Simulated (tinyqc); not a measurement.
# From one set of inputs to another, one input at a time

Model: Haynes-Shockley experiment: drift, diffusion and decay of a minority-carrier pulse. Computed by tinyqc, a small Python program. Command: `OMP_NUM_THREADS=1 python tinyqc.py 3113349 3113350 out.jsonl haynes ladder`. One thread of a shared host (Intel(R) Xeon(R) Processor @ 2.30GHz), about 0.01 s of CPU time with the checks.

A thin sheet of excess carriers is made at x = 0, t = 0 in a long uniform bar; injection is low, so the pulse moves with the minority mobility.

The inputs printed are set A. Set A is modelled on holes in n-type silicon in a lightly doped bar; the values taken over come from a set modelled on electrons in p-type germanium in a lightly doped bar. Inputs not listed in the table keep their values of set A, so the rows need not describe a real material.

Inputs (values chosen for the exercise, modelled on holes in n-type silicon in a lightly doped bar):
```
quantity                       value         unit
minority mobility mu             456   cm^2/(V s)
lifetime tau                      59  microsecond
temperature T                    330            K
field F                          5.7         V/cm
distance d to the collector     0.47           cm
injected sheet density N0    6.6e+09       1/cm^2
```

Constants: k_B = 8.617333262e-05 eV/K.

Method:
- D = mu k_B T/e, v = mu F.
- Transit time d/v, diffusion length sqrt(D tau), drift length v tau, Peclet number v d/D = e F d/(k_B T).
- dn(x, t) = N0/sqrt(4 pi D t) exp(-(x - v t)^2/(4 D t) - t/tau).
- At fixed x the signal peaks where d ln(dn)/dt = 0: a t^2 + t/2 - x^2/(4 D) = 0 with a = v^2/(4 D) + 1/tau.
- The full width at half maximum is found by solving dn(x, t) = peak/2 on both sides of the peak.
- With w the full width at half maximum: mu = d/(F t_p); D = (w d)^2/(16 ln2 t_p^3); Einstein ratio D/mu against k_B T/e.

Each row keeps all changes above it:
```
input moved                               from       to  time of the peak t_p (microsecond)  width at half maximum (microsecond)  apparent D (cm^2/s)
set A                                        -        -                              168.41                               56.236                13.19
minority mobility mu (cm^2/(V s))          456     3960                               20.45                                7.017               114.64
temperature T (K)                          330      250                               20.54                                6.134                86.48
lifetime tau (microsecond)                  59      130                               20.60                                6.162                86.48
distance d to the collector (cm)          0.47     0.59                               25.91                                6.911                86.24
field F (V/cm)                             5.7      2.4                               60.29                               24.715                87.51
injected sheet density N0 (1/cm^2)  6600000000  1.6e+10                               60.29                               24.715                87.51
```

Where does the difference come from?

Time of the peak t_p goes from 168 to 60.3, a factor 0.358 in all. The largest single move comes from minority mobility mu (a factor 0.121), and field F works against it (a factor 2.33). Width at half maximum goes from 56.2 to 24.7, a factor 0.439 in all. The largest single move comes from minority mobility mu (a factor 0.125), and field F works against it (a factor 3.58). Apparent D goes from 13.2 to 87.5, a factor 6.64 in all. The largest single move comes from minority mobility mu (a factor 8.69), and temperature T works against it (a factor 0.754). The single moves hold for this order of the switches; the total does not depend on the order.

Extremes, crossings and ranges named in words are read from the listed rows.
